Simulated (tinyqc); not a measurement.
Worked calculation: free-carrier optics of a doped semiconductor (Drude model). Values are carried at full precision from step to step, so a last printed digit may differ when a step is redone from the rounded ones.

eps(E) = ei [1 - Ep^2/(E^2 + i E Gam)], with Ep^2 = 8 pi c (e^2/(4 pi eps0)) N/(m ei), c = hbar^2/2m0, N in 1/angstrom^3 (1e-24 per 1/cm^3); Gam = hbar/tau, tau = mu m m0/e with m0/e = 5.685630e-12 kg/C and mu in m^2/(V s). Energies in meV.

Constants: hbar^2/2m0 = 3.80998211 eV angstrom^2; e^2/(4 pi eps0) = 14.39964547 eV angstrom; hbar = 6.58211957e-16 eV s; hbar c = 1973.269805 eV angstrom.

Parameters, chosen for this exercise (mass and dielectric values near those of Si; N and mu are free inputs; interband absorption and the rise of the mass with filling are left out; the results hold for these values, not for the real material):
- N = 1.3e+20 1/cm^3 (carrier density)
- m = 0.258 m0 (conductivity mass)
- mu = 120 cm^2/(V s) (mobility)
- ei = 11.49 (high-frequency dielectric constant)
- E = 454 meV (photon energy)

## Plasma energy and damping

Evaluate Ep, tau, Gam, the plasma wavelength hc/Ep (hc = 1239.841984 eV nm) and the dc resistivity 1/(e N mu), e = 1.602176634e-19 C.

Ep = 245.90 meV
tau = 17.60 fs
Gam = 37.39 meV
plasma wavelength = 5.04 micrometre
rho = 0.000400 ohm cm

Ep/Gam = 6.58: the plasma edge is sharp.

## Dielectric function at one energy

Insert the numbers.

free-carrier term = -3.3480+0.2758i
eps = 8.1420+0.2758i

## Optical constants

n + i k = sqrt(eps1 + i eps2) with k >= 0; R = ((n - 1)^2 + k^2)/((n + 1)^2 + k^2) at normal incidence from vacuum; alpha = 2 E k/(hbar c), times 1e8 for 1/cm; loss function Im(-1/eps) = eps2/(eps1^2 + eps2^2).

Convert eps at the photon energy E (in meV) into the optical constants.

n = 2.8538
k = 0.0483
R = 0.2315
alpha = 2.22e+03 1/cm

Light of this energy penetrates 1/alpha = 4.5 micrometre.

## Checks

- Integral of E eps2 of the free-carrier term against (pi/2) ei Ep^2 (meV^2): both 1.0913e+06.

Computed by tinyqc, a small Python program: `OMP_NUM_THREADS=1 python tinyqc.py 1651866 1651867 out.jsonl` (the numbers bound the seed that draws the inputs); one thread of a shared host (Intel(R) Xeon(R) Processor @ 2.30GHz), about 0.01 s for the whole set of steps.
